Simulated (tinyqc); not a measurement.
# A chain with two barriers and dephasing by Buettiker voltage probes: effects of single changes

Sites 1 to 5 form a chain with hopping -t. Lead L joins site 1 and lead R site 5, both semi-infinite chains with hopping -t and site energy 0. Every site carries a probe with self-energy -i Gamma_p/2 that draws no net current. Linear response at zero temperature: mu_L = 1, mu_R = 0 in units of the bias.

Values chosen for this exercise: hopping (matrix element -t) t = 0.6 eV; site energies 1 to N U = [2, 0, 0, 0, 1] eV; Fermi energy E = 0.48 eV; probe broadening Gamma_p gp = 0.24 eV.

Constants: q = 1.602176634e-19 C, h = 6.62607015e-34 J s. Results are converted to the units shown.

Each table varies one quantity; the others keep the values above.

## Coherent and dephased transmission against energy

Sigma = t^2 g(E), g(x) = (x - i sqrt(4 t^2 - x^2))/(2 t^2) for |x| < 2 t and (x - sign(x) sqrt(x^2 - 4 t^2))/(2 t^2) otherwise; Gamma = -2 Im Sigma; G = (E - H - Sigma_L - Sigma_R + i Gamma_p/2)^(-1). With Gamma the broadening by one lead, T_RL = Gamma^2 |G_(5,1)|^2, T_pL = Gamma Gamma_p |G_(p,1)|^2, T_pR = Gamma Gamma_p |G_(p,5)|^2, T_pq = Gamma_p^2 |G_(p,q)|^2 for p != q. No current into probe p: W mu = T_pL with W_pp = T_pL + T_pR + sum_q T_pq and W_pq = -T_pq. Then T_eff = T_RL + sum_p T_pR mu_p, and the resistance is (h/2q^2)/T_eff. Without probes means Gamma_p = 0.

Coherent and dephased transmission against energy:

| E (eV) | T without probes | T_eff |
|---|---|---|
| -1.08 | 0.005854 | 0.04919 |
| -0.9 | 0.1834 | 0.1307 |
| -0.72 | 0.03846 | 0.09082 |
| -0.54 | 0.05261 | 0.1071 |
| -0.36 | 0.1811 | 0.2094 |
| -0.18 | 0.6885 | 0.3162 |
| 0 | 0.1379 | 0.1981 |
| 0.18 | 0.06725 | 0.1271 |
| 0.36 | 0.06298 | 0.1162 |
| 0.54 | 0.1232 | 0.1691 |
| 0.72 | 0.7119 | 0.2496 |
| 0.9 | 0.03507 | 0.1045 |
| 1.08 | 0.004061 | 0.03156 |

Without probes T lies between 0.00406 and 0.712 in these rows, with them between 0.0316 and 0.316. The probes lower it in 3 rows and raise it in 10; the largest relative gain is at E = -1.08 eV, where the coherent value is 0.00585.

## Resistance against length

With Gamma the broadening by one lead, T_RL = Gamma^2 |G_(last,1)|^2, T_pL = Gamma Gamma_p |G_(p,1)|^2, T_pR = Gamma Gamma_p |G_(p,last)|^2, T_pq = Gamma_p^2 |G_(p,q)|^2 for p != q. The list U is repeated k times, each site with its probe.

Resistance against length:

| k | sites | T without probes | T_eff | resistance (kohm) |
|---|---|---|---|---|
| 1 | 5 | 0.08784 | 0.1416 | 91.14 |
| 2 | 10 | 0.03135 | 0.1108 | 116.4 |
| 3 | 15 | 0.02410 | 0.09275 | 139.2 |
| 4 | 20 | 0.03294 | 0.07740 | 166.8 |
| 6 | 30 | 0.9290 | 0.05835 | 221.2 |
| 8 | 40 | 0.02999 | 0.04683 | 275.6 |
| 12 | 60 | 0.7662 | 0.03357 | 384.4 |
| 16 | 80 | 0.03691 | 0.02616 | 493.3 |

Read the table: what changes, and by how much?

The resistance rises from 91.1 to 493 kohm, by 5.44 kohm a site between k = 8 and 12 and 5.44 between 12 and 16: Ohm's law, R = R0 + rho N with the extrapolated intercept R0 = 58.0 kohm (h/2q^2 = 12.91 kohm). The intercept differs from h/2q^2, since the ends of the chain scatter differently from its bulk, so no mean free path is read from it.

## Effect of the dephasing strength

Same model as above.

Results:

| gp (eV) | T_RL | through probes | T_eff | resistance (kohm) |
|---|---|---|---|---|
| 0.005 | 0.08698 | 0.002216 | 0.08920 | 144.7 |
| 0.011 | 0.08595 | 0.004983 | 0.09093 | 141.9 |
| 0.023 | 0.08384 | 0.01072 | 0.09456 | 136.5 |
| 0.05 | 0.07894 | 0.02391 | 0.1028 | 125.5 |
| 0.11 | 0.06780 | 0.05147 | 0.1193 | 108.2 |
| 0.49 | 0.01982 | 0.1323 | 0.1521 | 84.85 |
| 1.1 | 0.002641 | 0.1315 | 0.1341 | 96.23 |
| 2.3 | 9.198e-5 | 0.08858 | 0.08867 | 145.5 |

Estimate the missing row, gp = 0.23 eV.

Computed row:

| gp (eV) | T_RL | through probes | T_eff | resistance (kohm) |
|---|---|---|---|---|
| 0.23 | 0.04743 | 0.09303 | 0.1405 | 91.88 |

With this row back in the table: Without probes the transmission is 0.0878. T_eff goes from 0.0892 through a maximum of 0.152 (at gp = 0.49 eV among the rows listed) to 0.0887; the direct part falls from 0.0870 to 9.20e-5 and the part through probes goes from 0.00222 through a maximum of 0.132 (at gp = 0.49 eV among the rows listed) to 0.0886. Weak dephasing raises T_eff here: the incoherent path through the probes gains more than the direct part loses.

Computed by the program tinyqc: `OMP_NUM_THREADS=1 python tinyqc.py 2700034 2700035 out.jsonl`, one thread of a shared Intel Xeon 2.30GHz, about 0.01 s for the whole run.
